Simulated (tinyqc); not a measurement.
Closing the gap: two-band tight binding of a puckered layer.

With X = kx ax/2 and Y = ky ay/2: h = t2 + 2 cos(Y) (t1 exp(iX) + t3 exp(-iX)) + t5 exp(2iX), d = 4 t4 cos(X) cos(Y), H = [[d, h], [h*, d]], E = d -/+ |h|.

Constants: hbar^2/2m0 = 3.80998211 eV angstrom^2.

Values chosen for the exercise (near a published set for monolayer black phosphorus; the results hold for these values, not for the real material):
- ax = 4.56 angstrom (period along x (armchair))
- ay = 3.31 angstrom (period along y (zigzag))
- t1 = -1.21 eV (along the zigzag)
- t3 = -0.187 eV (second in the sheet)
- t4 = -0.104 eV (same sublattice)
- t5 = -0.051 eV (far across)

t2 is lowered; h0 = t2 + 2 t1 + 2 t3 + t5, c = hbar^2/2m0. For h0 > 0 the gap is 2 h0 at Gamma. For h0 < 0 the bands touch at kx = 0, cos(Y) = -(t2 + t5)/(2 (t1 + t3)).

Against t2:
```
t2 (eV)  h0 (eV)  gap (eV)  electron mass along x (m0)  ky of the nodes (1/angstrom)
3.8        0.955     1.910                      0.1778                             -
3.6        0.755     1.510                      0.1539                             -
3.4        0.555     1.110                      0.1250                             -
3.2        0.355     0.710                      0.0893                             -
3.0        0.155     0.310                      0.0442                             -
2.8       -0.045     0.000                           -                        0.1086
2.6       -0.245     0.000                           -                        0.2549
2.4       -0.445     0.000                           -                        0.3457
```

The gap closes at t2 = 2.845 eV. On the way the mass along x falls with the gap and tends to 2 c h0/chi^2 as it closes, while that along y stays. Beyond it two Dirac nodes move apart along the zigzag direction, to ky = +/-0.346 1/angstrom in the last row. The mass formula is c/(ex + gx + chi^2/(2 h0)) with chi = ax (t1 - t3 + t5), gx = -ax^2 ((t1 + t3)/4 + t5/2), ex = -t4 ax^2/2.

(tinyqc, `OMP_NUM_THREADS=1 python tinyqc.py 1452683 1452684 out.jsonl`, Intel(R) Xeon(R) Processor @ 2.30GHz, 1 thread, shared host, about 0.01 s.)
